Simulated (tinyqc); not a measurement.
Pariser-Parr-Pople SCF with singles CI, for the molecule C=C1C=CC=CC=C1 (SMILES; centres numbered as the heavy atoms are written), step by step. One step of it, computed by the program tinyqc.

Question. Singles CI, triplets. Over the 9 single excitations with the smallest orbital gaps: A = (e_a - e_i) delta - (ij|ab), with (pq|rs) = sum c_mp c_mq gamma_mn c_nr c_ns.

orbital energies (eV): -16.799238  -14.693301  -14.250365  -10.866941  -3.876796  -3.072200  0.188140  0.815017

coefficients:
```
,MO1,MO2,MO3,MO4,MO5,MO6,MO7,MO8
1C,0.203003,0.381008,0.000000,0.610205,0.000000,0.549497,0.000000,-0.373265
2C,0.413350,0.522962,0.000000,0.240096,0.000000,-0.376485,0.000000,0.596880
3C,0.370020,0.203381,0.428490,-0.336994,0.499287,-0.186373,0.259054,-0.416439
4C,0.364178,-0.147614,0.523751,-0.268894,-0.235383,0.448663,-0.412650,0.268295
5C,0.352740,-0.476988,0.205137,0.314854,-0.441936,-0.205238,0.512456,-0.082467
6C,0.352740,-0.476988,-0.205137,0.314854,0.441936,-0.205238,-0.512456,-0.082467
7C,0.364178,-0.147614,-0.523751,-0.268894,0.235383,0.448663,0.412650,0.268295
8C,0.370020,0.203381,-0.428490,-0.336994,-0.499287,-0.186373,-0.259054,-0.416439
```

repulsion gamma_rs (eV):
```
,1C,2C,3C,4C,5C,6C,7C,8C
1C,10.030000,7.180897,5.194909,3.609787,3.035361,3.035361,3.609787,5.194909
2C,7.180897,10.030000,7.181089,4.960039,4.164182,4.164182,4.960039,7.181089
3C,5.194909,7.181089,10.030000,7.180389,4.961705,4.164929,4.164480,4.961975
4C,3.609787,4.960039,7.180389,10.030000,7.181821,4.961126,4.164038,4.164480
5C,3.035361,4.164182,4.961705,7.181821,10.030000,7.180897,4.961126,4.164929
6C,3.035361,4.164182,4.164929,4.961126,7.180897,10.030000,7.181821,4.961705
7C,3.609787,4.960039,4.164480,4.164038,4.961126,7.181821,10.030000,7.180389
8C,5.194909,7.181089,4.961975,4.164480,4.164929,4.961705,7.180389,10.030000
```

Give: triplet CI matrix; triplet excitation energies.

Answer.

triplet CI matrix (eV):
```
,4>5,4>6,3>5,2>5,4>7,3>6,2>6,4>8,1>5
4>5,1.590,0.000,0.000,0.569,-0.234,-0.398,0.000,0.000,0.216
4>6,0.000,2.041,-0.398,0.000,0.000,0.000,-0.380,0.462,0.000
3>5,0.000,-0.398,4.301,0.000,0.000,0.000,0.007,-0.583,0.000
2>5,0.569,0.000,0.000,4.995,-0.609,0.007,0.000,0.000,0.274
4>7,-0.234,0.000,0.000,-0.609,5.905,-0.572,0.000,0.000,0.428
3>6,-0.398,0.000,0.000,0.007,-0.572,5.589,0.000,0.000,0.501
2>6,0.000,-0.380,0.007,0.000,0.000,0.000,5.981,0.798,0.000
4>8,0.000,0.462,-0.583,0.000,0.000,0.000,0.798,5.681,0.000
1>5,0.216,0.000,0.000,0.274,0.428,0.501,0.000,0.000,6.925
```

triplet excitation energies (eV): 1.441  1.885  4.044  4.464  5.371  5.429  6.516  6.704  7.155
